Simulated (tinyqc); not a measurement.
Two-dimensional dopant profile at a mask edge: lateral junction, overlap and effective channel length. Changing the offset spacer. Computed by tinyqc, a small Python program. Command: `OMP_NUM_THREADS=1 python tinyqc.py 3021908 3021909 out.jsonl lateral sweep`. One thread of a shared host (Intel(R) Xeon(R) Processor @ 2.30GHz), about 0.01 s of CPU time with the checks.

Ions enter for y < 0; the mask (spacer, then gate) covers y > 0. x is the depth. The surface reflects dopant during the anneal.

Inputs (values chosen for the exercise, modelled on a source-drain extension in silicon):

| quantity | value | unit |
|---|---|---|
| dose Q | 1.2e+15 | 1/cm^2 |
| projected range R_p | 7.7 | nm |
| vertical straggle | 3.3 | nm |
| lateral straggle | 2.9 | nm |
| anneal budget D t | 1.4e-13 | cm^2 |
| channel doping C_B | 4.8e+17 | 1/cm^3 |
| gate length L_g | 69 | nm |
| oxide thickness | 4.6 | nm |

Constants: eps_0 = 8.8541878128e-12 F/m.

Method:
- Widths s_x^2 = (vertical straggle)^2 + 2 D t, s_y^2 = (lateral straggle)^2 + 2 D t. C(x, y) = V(x) (1/2) erfc(y/(sqrt2 s_y)), V(x) = Q/(sqrt(2 pi) s_x) [exp(-(x - R_p)^2/(2 s_x^2)) + exp(-(x + R_p)^2/(2 s_x^2))]; 1 nm = 1e-7 cm.
- The vertical junction far from the mask solves V(x) = C_B.
- The lateral junction at depth x solves C = C_B: y_j(x) = sqrt2 s_y erfc^-1(2 C_B/V(x)). Overlap under the gate = y_j(0) - spacer; metallurgical channel L_met = L_g - 2 overlap (tails from the two sides are not added).
- Abruptness at y_j(0) in nm per decade = ln(10) s_y sqrt(pi/2) exp(u^2) erfc(u), u = y_j/(sqrt2 s_y). Overlap capacitance per width = 3.9 eps_0 overlap/t_ox (zero if there is no overlap).

One run for each value:

| offset spacer (nm) | overlap (nm) | metallurgical channel L_met (nm) | overlap capacitance (fF/um) |
|---|---|---|---|
| 0.0 | 19.353 | 30.294 | 0.14528 |
| 2.8 | 16.553 | 35.894 | 0.12426 |
| 5.5 | 13.853 | 41.294 | 0.10399 |
| 8.2 | 11.153 | 46.694 | 0.08372 |
| 11.0 | 8.353 | 52.294 | 0.06270 |
| 14.0 | 5.353 | 58.294 | 0.04018 |
| 16.0 | 3.353 | 62.294 | 0.02517 |
| 19.0 | 0.353 | 68.294 | 0.00265 |

What does the table show, and why?

Over the rows, overlap (nm) falls from 19.4 to 0.353; metallurgical channel L_met (nm) rises from 30.3 to 68.3; overlap capacitance (fF/um) falls from 0.145 to 0.00265. The spacer shifts the whole profile, trading overlap capacitance against channel length (and, outside this model, series resistance); a negative overlap is an underlap.

Caution (all rows): the peak exceeds usual solubilities, so part of the dose is inactive and diffusion is concentration dependent.

Extremes, crossings and ranges named in words are read from the listed rows.
